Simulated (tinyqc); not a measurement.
# Ground and coupling capacitance from two measurements

Question. A line has Cg to the planes and Cc to each of two neighbours. Find Cg, Cc, the load when both neighbours switch in antiphase, and the pulse on the line when it floats and both neighbours swing by Vx.

Parameters, values chosen for the exercise: swing Vx = 0.7 V.

capacitance with neighbours driven alike and with neighbours grounded (aF/um): [59, 233]

Answer. Driven alike, Cc carries no charge, which leaves Cg; grounded neighbours give Cg + 2 Cc, antiphase Cg + 4 Cc; a floating line divides the swing as 2 Cc/(Cg + 2 Cc).

Cg = 59.00 aF/um
Cc = 87.00 aF/um
load in antiphase = 407.0 aF/um
pulse = 0.5227 V

Program tinyqc, `OMP_NUM_THREADS=1 python tinyqc.py 2790127 2790128 out.jsonl`; Intel Xeon 2.30GHz, shared host, one thread, about 0.9 s.
